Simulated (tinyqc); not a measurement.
Thin-body transistor below threshold, two-dimensional Poisson equation on a small mesh: effect of the drain voltage.

A thin body on a thick buried insulator of low permittivity, taken as carrying no normal field at the bottom of the body (row 0). Mobile charge is neglected (subthreshold), the body is fully depleted, and potentials are counted from the intrinsic level; rows run upward to the gate, columns from source to drain.

Mesh: rows i = 0..12 in the semiconductor (step hs = tb/12, row 12 on the interface), then 8 step(s) ho = tox/8 up to the gate row 20; columns j = 0..80 (step hy = L/80). Box integration, divided by eps0: up_i = eps hy/h of the interval above row i, dn_i = that of the interval below (0 for row 0), lat_i = (sum of eps h/2 over the intervals above and below)/hy, s_i = -q Na w_i hy/eps0 with w_i the semiconductor height of the box (hs/2 for row 0 and the interface row, hs between, 0 in the insulator). Each free node obeys (up + dn + 2 lat) psi = up psi(above) + dn psi(below) + lat [psi(left) + psi(right)] + s. Fixed values: gate row Vg - Vfb; column 0 at Vbi and the last column at Vbi + Vd in the semiconductor, each running linearly to Vg - Vfb across the insulator. The system is solved directly. On row 0 the minimum of psi and its place come from a parabola through the three lowest nodes; barrier = Vbi - minimum, swing = Vt ln 10/(d psi/dVg), DIBL = (d psi/dVd)/(d psi/dVg) there. Lambda = pi/k with k the smallest positive root of tan(k tox) tan(k tb) = eox/eps_r.

Values chosen for this exercise; semiconductor permittivity made up:
```
symbol   value   unit                                     meaning
T          300      K                                 temperature
eps_r     13.3         relative permittivity of the semiconductor
eox        7.5             relative permittivity of the insulator
tb           8     nm                              body thickness
tox        2.7     nm                         insulator thickness
L           50     nm                              channel length
Na      8.6e17  cm^-3       acceptor density of the depleted body
Vbi        0.5      V                     potential of the source
Vfb      -0.02      V                                 gate offset
Vg        -0.1      V                                gate voltage
```

Constants: q = 1.602176634e-19 C, kB = 1.380649e-23 J/K, Vt = kB T/q, eps0 = 8.8541878128e-14 F/cm where lengths are in cm. Results are converted to the units shown.

Effect of the drain voltage:
```
Vd (V)	L/Lambda	barrier (V)	place y/L	swing (mV/decade)	DIBL (mV/V)
0.05	2.008	0.5945	0.4941	66.17	53.71
0.25	2.008	0.5855	0.4741	66.26	47.39
0.45	2.008	0.5774	0.4581	66.42	42.93
0.65	2.008	0.5700	0.4448	66.62	39.56
0.85	2.008	0.5632	0.4334	66.83	36.91
1.05	2.008	0.5568	0.4234	67.05	34.76
```

Read the table: what changes, and by how much?

As Vd goes from 0.05 to 1.05 V, the barrier falls from 0.595 to 0.557 V, the swing rises from 66.2 to 67.1 mV a decade and DIBL falls from 53.7 to 34.8 mV/V; the ideal swing is 59.5. The barrier top moves from y/L = 0.494 to 0.423, towards the source.

tinyqc, about 0.1 s, one thread, Intel Xeon 2.30GHz (shared host): `OMP_NUM_THREADS=1 python tinyqc.py 2480088 2480089 out.jsonl`
